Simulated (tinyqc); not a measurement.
Worked calculation: ROHF in the 3-21g basis, for H2-, spin multiplicity 2. The basis has no diffuse functions, so it cannot describe the extra electron: this is an exercise in the method, not the real anion. Computed by tinyqc, a small Python program that keeps every step (integrals from PySCF). Settings: charge = -1, multiplicity = 2, basis = 3-21g, energy threshold = 1e-08, iteration cap = 80, orthogonalisation = symmetric, start = core, DIIS depth = 0, method = ROHF. Command: `OMP_NUM_THREADS=1 python tinyqc.py 22995 22996 out.jsonl` (the two numbers bound the seeds that draw the settings). One thread of a shared host (Intel(R) Xeon(R) Processor @ 2.60GHz), about 0.04 s of CPU time with the checks. Later iterations appear only in the table of the cycle.

## One-electron integrals

Geometry (angstrom):

| atom | x | y | z |
|---|---|---|---|
| H | 0.00000 | 0.00000 | 0.00000 |
| H | 0.00000 | 0.00000 | 1.28900 |

Basis 3-21g: exponents (1/bohr^2) and contraction coefficients of normalised primitives:

| element | l (shell) | exponent | coefficient |
|---|---|---|---|
| H | s (1) | 5.44718 | 0.15628 |
| H | s (1) | 0.82455 | 0.90469 |
| H | s (2) | 0.18319 | 1.00000 |

Overlap, kinetic and nuclear-attraction integrals over the contracted functions; the nuclear repulsion is the sum of Za Zb / Rab.

nuclear repulsion = 0.4105331 hartree

overlap S:
```
         1H 1s    1H 2s    2H 1s    2H 2s
1H 1s  1.00000  0.64590  0.07314  0.26338
1H 2s  0.64590  1.00000  0.26338  0.58073
2H 1s  0.07314  0.26338  1.00000  0.64590
2H 2s  0.26338  0.58073  0.64590  1.00000
```

kinetic energy T (hartree):
```
          1H 1s    1H 2s     2H 1s    2H 2s
1H 1s   1.54940  0.29315  -0.06414  0.04794
1H 2s   0.29315  0.27479   0.04794  0.10176
2H 1s  -0.06414  0.04794   1.54940  0.29315
2H 2s   0.04794  0.10176   0.29315  0.27479
```

nuclear attraction V (hartree):
```
          1H 1s     1H 2s     2H 1s     2H 2s
1H 1s  -2.13145  -1.04769  -0.11955  -0.42875
1H 2s  -1.04769  -1.07832  -0.42875  -0.67026
2H 1s  -0.11955  -0.42875  -2.13145  -1.04769
2H 2s  -0.42875  -0.67026  -1.04769  -1.07832
```

core Hamiltonian H = T + V (hartree):
```
          1H 1s     1H 2s     2H 1s     2H 2s
1H 1s  -0.58204  -0.75454  -0.18369  -0.38081
1H 2s  -0.75454  -0.80354  -0.38081  -0.56850
2H 1s  -0.18369  -0.38081  -0.58204  -0.75454
2H 2s  -0.38081  -0.56850  -0.75454  -0.80354
```

## Two-electron integrals

Functions are numbered as in S; the eight-fold symmetry (ij|kl) = (ji|kl) = (kl|ij) leaves the list below.

Two-electron integrals (ij|kl) in chemists' order, unique and non-zero (hartree):
```
(11|11) 1.14014   (21|11) 0.61140   (21|21) 0.34515   (22|11) 0.62637
(22|21) 0.38033   (22|22) 0.48296   (31|11) 0.05413   (31|21) 0.03243
(31|22) 0.03932   (31|31) 0.00546   (32|11) 0.12839   (32|21) 0.08122
(32|22) 0.11281   (32|31) 0.01530   (32|32) 0.05689   (33|11) 0.41004
(33|21) 0.26378   (33|22) 0.38746   (33|31) 0.05413   (33|32) 0.23845
(33|33) 1.14014   (41|11) 0.23845   (41|21) 0.13597   (41|22) 0.15239
(41|31) 0.01530   (41|32) 0.03907   (41|33) 0.12839   (41|41) 0.05689
(42|11) 0.31508   (42|21) 0.19436   (42|22) 0.25701   (42|31) 0.02623
(42|32) 0.08501   (42|33) 0.31508   (42|41) 0.08501   (42|42) 0.16287
(43|11) 0.26378   (43|21) 0.16901   (43|22) 0.24592   (43|31) 0.03243
(43|32) 0.13597   (43|33) 0.61140   (43|41) 0.08122   (43|42) 0.19436
(43|43) 0.34515   (44|11) 0.38746   (44|21) 0.24592   (44|22) 0.35291
(44|31) 0.03932   (44|32) 0.15239   (44|33) 0.62637   (44|41) 0.11281
(44|42) 0.25701   (44|43) 0.38033   (44|44) 0.48296
```

## Orthogonalisation

S = U s U^T; symmetric (Loewdin) form X = U s^(-1/2) U^T, so that X^T S X = 1.

eigenvalues of S: 0.21401  0.38290  1.13212  2.27097

X:
```
          1H 1s     1H 2s     2H 1s     2H 2s
1H 1s   1.24042  -0.48388   0.02743   0.02517
1H 2s  -0.48388   1.45013   0.02517  -0.43834
2H 1s   0.02743   0.02517   1.24042  -0.48388
2H 2s   0.02517  -0.43834  -0.48388   1.45013
```

## Starting guess

The start is the orbitals of the core Hamiltonian; D(s) = C_occ C_occ^T for each spin.

D(alpha) at the start:
```
          1H 1s     1H 2s     2H 1s     2H 2s
1H 1s   0.19872   0.34650  -0.02597  -0.13138
1H 2s   0.34650   0.64213  -0.13138  -0.37427
2H 1s  -0.02597  -0.13138   0.19872   0.34650
2H 2s  -0.13138  -0.37427   0.34650   0.64213
```

D(beta) at the start:
```
         1H 1s    1H 2s    2H 1s    2H 2s
1H 1s  0.08638  0.10756  0.08638  0.10756
1H 2s  0.10756  0.13393  0.10756  0.13393
2H 1s  0.08638  0.10756  0.08638  0.10756
2H 2s  0.10756  0.13393  0.10756  0.13393
```

## Iteration 1: building the Fock matrix

J_ij = sum D_kl (ij|kl) with D = D(alpha) + D(beta), K_ij = sum D_kl (ik|jl) for each spin; F = H + J - K(s); E = tr D H + tr D J / 2 - 0.5 sum_s tr D(s) K(s) + E_nn.

Coulomb J (hartree):
```
         1H 1s    1H 2s    2H 1s    2H 2s
1H 1s  1.86111  1.10258  0.13738  0.46404
1H 2s  1.10258  1.37500  0.46404  0.84834
2H 1s  0.13738  0.46404  1.86111  1.10258
2H 2s  0.46404  0.84834  1.10258  1.37500
```

exchange K(alpha) (hartree):
```
         1H 1s    1H 2s    2H 1s    2H 2s
1H 1s  0.74436  0.57355  0.07526  0.23399
1H 2s  0.57355  0.53977  0.23399  0.33900
2H 1s  0.07526  0.23399  0.74436  0.57355
2H 2s  0.23399  0.33900  0.57355  0.53977
```

exchange K(beta) (hartree):
```
         1H 1s    1H 2s    2H 1s    2H 2s
1H 1s  0.39166  0.34978  0.18949  0.26324
1H 2s  0.34978  0.37027  0.26324  0.32516
2H 1s  0.18949  0.26324  0.39166  0.34978
2H 2s  0.26324  0.32516  0.34978  0.37027
```

F(alpha) (hartree):
```
          1H 1s     1H 2s     2H 1s     2H 2s
1H 1s   0.53471  -0.22551  -0.12158  -0.15077
1H 2s  -0.22551   0.03169  -0.15077  -0.05916
2H 1s  -0.12158  -0.15077   0.53471  -0.22551
2H 2s  -0.15077  -0.05916  -0.22551   0.03169
```

F(beta) (hartree):
```
          1H 1s     1H 2s     2H 1s     2H 2s
1H 1s   0.88741  -0.00174  -0.23581  -0.18001
1H 2s  -0.00174   0.20119  -0.18001  -0.04532
2H 1s  -0.23581  -0.18001   0.88741  -0.00174
2H 2s  -0.18001  -0.04532  -0.00174   0.20119
```

total energy of this density = -0.8472130 hartree

## Iteration 1: Roothaan effective Fock matrix

With projectors Pc = D(beta) S, Po = (D(alpha) - D(beta)) S, Pv = 1 - D(alpha) S, the block xy is Px^T F Py; with Fc = (F(alpha) + F(beta))/2, the blocks are Fc for cc, oo, vv and cv, F(beta) for co and F(alpha) for ov.

effective F (hartree):
```
          1H 1s     1H 2s     2H 1s     2H 2s
1H 1s   0.68638  -0.11686  -0.15401  -0.16215
1H 2s  -0.11686   0.12494  -0.16215  -0.06074
2H 1s  -0.15401  -0.16215   0.68638  -0.11686
2H 2s  -0.16215  -0.06074  -0.11686   0.12494
```

## Iteration 1: diagonalisation and new density

Diagonalise F' = X^T F X, C = X C', fill 2 alpha and 1 beta electrons from the bottom; D(s) = C_occ C_occ^T. Each column has its largest component positive (the first on a tie).

F' = X^T F X (hartree):
```
          1         2         3         4
1   1.21124  -0.66897  -0.01745  -0.08706
2  -0.66897   0.61479  -0.08706  -0.17807
3  -0.01745  -0.08706   1.21124  -0.66897
4  -0.08706  -0.17807  -0.66897   0.61479
```

orbital energies (hartree): MO1 -0.03024, MO2 0.38939, MO3 1.63216, MO4 1.66076

coefficients C:
```
           MO1       MO2       MO3       MO4
1H 1s  0.19515   0.19291  -0.90996   0.93319
1H 2s  0.43825   0.89230   1.05667  -0.65192
2H 1s  0.19515  -0.19291   0.90996   0.93319
2H 2s  0.43825  -0.89230  -1.05667  -0.65192
```

D(alpha) after iteration 1:
```
          1H 1s     1H 2s     2H 1s     2H 2s
1H 1s   0.07530   0.25766   0.00087  -0.08660
1H 2s   0.25766   0.98825  -0.08660  -0.60413
2H 1s   0.00087  -0.08660   0.07530   0.25766
2H 2s  -0.08660  -0.60413   0.25766   0.98825
```

D(beta) after iteration 1:
```
         1H 1s    1H 2s    2H 1s    2H 2s
1H 1s  0.03808  0.08553  0.03808  0.08553
1H 2s  0.08553  0.19206  0.08553  0.19206
2H 1s  0.03808  0.08553  0.03808  0.08553
2H 2s  0.08553  0.19206  0.08553  0.19206
```

## Iteration 2: building the Fock matrix

As before.

Coulomb J (hartree):
```
         1H 1s    1H 2s    2H 1s    2H 2s
1H 1s  1.71685  1.03318  0.12835  0.43461
1H 2s  1.03318  1.32205  0.43461  0.81239
2H 1s  0.12835  0.43461  1.71685  1.03318
2H 2s  0.43461  0.81239  1.03318  1.32205
```

exchange K(alpha) (hartree):
```
         1H 1s    1H 2s    2H 1s    2H 2s
1H 1s  0.59542  0.51536  0.07786  0.21616
1H 2s  0.51536  0.54472  0.21616  0.33840
2H 1s  0.07786  0.21616  0.59542  0.51536
2H 2s  0.21616  0.33840  0.51536  0.54472
```

exchange K(beta) (hartree):
```
         1H 1s    1H 2s    2H 1s    2H 2s
1H 1s  0.33073  0.32352  0.16636  0.24709
1H 2s  0.32352  0.37640  0.24709  0.33198
2H 1s  0.16636  0.24709  0.33073  0.32352
2H 2s  0.24709  0.33198  0.32352  0.37640
```

F(alpha) (hartree):
```
          1H 1s     1H 2s     2H 1s     2H 2s
1H 1s   0.53938  -0.23672  -0.13321  -0.16237
1H 2s  -0.23672  -0.02621  -0.16237  -0.09450
2H 1s  -0.13321  -0.16237   0.53938  -0.23672
2H 2s  -0.16237  -0.09450  -0.23672  -0.02621
```

F(beta) (hartree):
```
          1H 1s     1H 2s     2H 1s     2H 2s
1H 1s   0.80407  -0.04488  -0.22170  -0.19329
1H 2s  -0.04488   0.14211  -0.19329  -0.08809
2H 1s  -0.22170  -0.19329   0.80407  -0.04488
2H 2s  -0.19329  -0.08809  -0.04488   0.14211
```

total energy of this density = -0.9241981 hartree

## Iteration 2: Roothaan effective Fock matrix

As before.

effective F (hartree):
```
          1H 1s     1H 2s     2H 1s     2H 2s
1H 1s   0.65125  -0.14740  -0.15698  -0.17123
1H 2s  -0.14740   0.06176  -0.17123  -0.09511
2H 1s  -0.15698  -0.17123   0.65125  -0.14740
2H 2s  -0.17123  -0.09511  -0.14740   0.06176
```

## Iteration 2: diagonalisation and new density

As before.

F' = X^T F X (hartree):
```
          1         2         3         4
1   1.17927  -0.66844  -0.02117  -0.07932
2  -0.66844   0.54436  -0.07932  -0.17873
3  -0.02117  -0.07932   1.17927  -0.66844
4  -0.07932  -0.17873  -0.66844   0.54436
```

orbital energies (hartree): MO1 -0.08439, MO2 0.32614, MO3 1.59740, MO4 1.60812

coefficients C:
```
           MO1       MO2       MO3       MO4
1H 1s  0.18437   0.18078  -0.91245   0.93538
1H 2s  0.44574   0.90628   1.04470  -0.64682
2H 1s  0.18437  -0.18078   0.91245   0.93538
2H 2s  0.44574  -0.90628  -1.04470  -0.64682
```

D(alpha) after iteration 2:
```
          1H 1s     1H 2s     2H 1s     2H 2s
1H 1s   0.06667   0.24602   0.00131  -0.08166
1H 2s   0.24602   1.02003  -0.08166  -0.62265
2H 1s   0.00131  -0.08166   0.06667   0.24602
2H 2s  -0.08166  -0.62265   0.24602   1.02003
```

D(beta) after iteration 2:
```
         1H 1s    1H 2s    2H 1s    2H 2s
1H 1s  0.03399  0.08218  0.03399  0.08218
1H 2s  0.08218  0.19869  0.08218  0.19869
2H 1s  0.03399  0.08218  0.03399  0.08218
2H 2s  0.08218  0.19869  0.08218  0.19869
```

## Iteration 3: building the Fock matrix

As before.

Coulomb J (hartree):
```
         1H 1s    1H 2s    2H 1s    2H 2s
1H 1s  1.70313  1.02653  0.12748  0.43179
1H 2s  1.02653  1.31694  0.43179  0.80895
2H 1s  0.12748  0.43179  1.70313  1.02653
2H 2s  0.43179  0.80895  1.02653  1.31694
```

exchange K(alpha) (hartree):
```
         1H 1s    1H 2s    2H 1s    2H 2s
1H 1s  0.58142  0.50915  0.07744  0.21409
1H 2s  0.50915  0.54453  0.21409  0.33813
2H 1s  0.07744  0.21409  0.58142  0.50915
2H 2s  0.21409  0.33813  0.50915  0.54453
```

exchange K(beta) (hartree):
```
         1H 1s    1H 2s    2H 1s    2H 2s
1H 1s  0.32406  0.32030  0.16372  0.24501
1H 2s  0.32030  0.37661  0.24501  0.33231
2H 1s  0.16372  0.24501  0.32406  0.32030
2H 2s  0.24501  0.33231  0.32030  0.37661
```

F(alpha) (hartree):
```
          1H 1s     1H 2s     2H 1s     2H 2s
1H 1s   0.53966  -0.23716  -0.13365  -0.16311
1H 2s  -0.23716  -0.03113  -0.16311  -0.09768
2H 1s  -0.13365  -0.16311   0.53966  -0.23716
2H 2s  -0.16311  -0.09768  -0.23716  -0.03113
```

F(beta) (hartree):
```
          1H 1s     1H 2s     2H 1s     2H 2s
1H 1s   0.79702  -0.04831  -0.21994  -0.19403
1H 2s  -0.04831   0.13680  -0.19403  -0.09186
2H 1s  -0.21994  -0.19403   0.79702  -0.04831
2H 2s  -0.19403  -0.09186  -0.04831   0.13680
```

total energy of this density = -0.9249514 hartree

## Iteration 3: Roothaan effective Fock matrix

As before.

effective F (hartree):
```
          1H 1s     1H 2s     2H 1s     2H 2s
1H 1s   0.64841  -0.14945  -0.15687  -0.17186
1H 2s  -0.14945   0.05630  -0.17186  -0.09824
2H 1s  -0.15687  -0.17186   0.64841  -0.14945
2H 2s  -0.17186  -0.09824  -0.14945   0.05630
```

## Iteration 3: diagonalisation and new density

As before.

F' = X^T F X (hartree):
```
          1         2         3         4
1   1.17614  -0.66743  -0.02110  -0.07876
2  -0.66743   0.53775  -0.07876  -0.17900
3  -0.02110  -0.07876   1.17614  -0.66743
4  -0.07876  -0.17900  -0.66743   0.53775
```

orbital energies (hartree): MO1 -0.08887, MO2 0.32119, MO3 1.59280, MO4 1.60266

coefficients C:
```
           MO1       MO2       MO3       MO4
1H 1s  0.18303   0.17962  -0.91268   0.93564
1H 2s  0.44667   0.90761   1.04354  -0.64618
2H 1s  0.18303  -0.17962   0.91268   0.93564
2H 2s  0.44667  -0.90761  -1.04354  -0.64618
```

D(alpha) after iteration 3:
```
          1H 1s     1H 2s     2H 1s     2H 2s
1H 1s   0.06576   0.24478   0.00124  -0.08127
1H 2s   0.24478   1.02327  -0.08127  -0.62424
2H 1s   0.00124  -0.08127   0.06576   0.24478
2H 2s  -0.08127  -0.62424   0.24478   1.02327
```

D(beta) after iteration 3:
```
         1H 1s    1H 2s    2H 1s    2H 2s
1H 1s  0.03350  0.08175  0.03350  0.08175
1H 2s  0.08175  0.19951  0.08175  0.19951
2H 1s  0.03350  0.08175  0.03350  0.08175
2H 2s  0.08175  0.19951  0.08175  0.19951
```

## Iteration 6 (converged): orbitals

converged F (hartree):
```
          1H 1s     1H 2s     2H 1s     2H 2s
1H 1s   0.64806  -0.14969  -0.15677  -0.17191
1H 2s  -0.14969   0.05562  -0.17191  -0.09865
2H 1s  -0.15677  -0.17191   0.64806  -0.14969
2H 2s  -0.17191  -0.09865  -0.14969   0.05562
```

As before.

F' = X^T F X (hartree):
```
          1         2         3         4
1   1.17573  -0.66728  -0.02101  -0.07867
2  -0.66728   0.53692  -0.07867  -0.17909
3  -0.02101  -0.07867   1.17573  -0.66728
4  -0.07867  -0.17909  -0.66728   0.53692
```

orbital energies (hartree): MO1 -0.08942, MO2 0.32058, MO3 1.59217, MO4 1.60197

coefficients C:
```
           MO1       MO2       MO3       MO4
1H 1s  0.18282   0.17952  -0.91270   0.93568
1H 2s  0.44681   0.90772   1.04345  -0.64608
2H 1s  0.18282  -0.17952   0.91270   0.93568
2H 2s  0.44681  -0.90772  -1.04345  -0.64608
```

D(alpha) after iteration 6:
```
          1H 1s     1H 2s     2H 1s     2H 2s
1H 1s   0.06565   0.24464   0.00120  -0.08127
1H 2s   0.24464   1.02359  -0.08127  -0.62431
2H 1s   0.00120  -0.08127   0.06565   0.24464
2H 2s  -0.08127  -0.62431   0.24464   1.02359
```

D(beta) after iteration 6:
```
         1H 1s    1H 2s    2H 1s    2H 2s
1H 1s  0.03342  0.08169  0.03342  0.08169
1H 2s  0.08169  0.19964  0.08169  0.19964
2H 1s  0.03342  0.08169  0.03342  0.08169
2H 2s  0.08169  0.19964  0.08169  0.19964
```

## Convergence

Stop when the energy changes by less than 1e-08 hartree and every element of the error matrix X^T (F D S - S D F) X is below 3e-05.

Course of the cycle:

| iteration | E (hartree) | change | largest element of the error matrix |
|---|---|---|---|
| 1 | -0.8472130 | - | 2.77e-01 |
| 2 | -0.9241981 | -7.70e-02 | 2.80e-02 |
| 3 | -0.9249514 | -7.53e-04 | 3.23e-03 |
| 4 | -0.9249615 | -1.01e-05 | 3.83e-04 |
| 5 | -0.9249616 | -1.50e-07 | 4.67e-05 |
| 6 | -0.9249616 | -2.75e-09 | 7.77e-06 |

PySCF ROHF in the same basis = -0.9249616 hartree

Converged in 6 iterations.

## Populations, bond orders and dipole

Mulliken: Z minus the diagonal of D S on the atom; Loewdin: the same with S^(1/2) D S^(1/2); Mayer order: 2 sum_s sum (D(s) S)_ij (D(s) S)_ji over the two atoms.

Charges (e):

| atom | Mulliken | Loewdin | Mulliken spin |
|---|---|---|---|
| 1H | -0.50000 | -0.50000 | 0.50000 |
| 2H | -0.50000 | -0.50000 | 0.50000 |

Mayer bond orders:

| pair | order |
|---|---|
| 2-1 | 0.43913 |

dipole moment about the origin, x y z (debye): 0.00000  0.00000  -3.09567
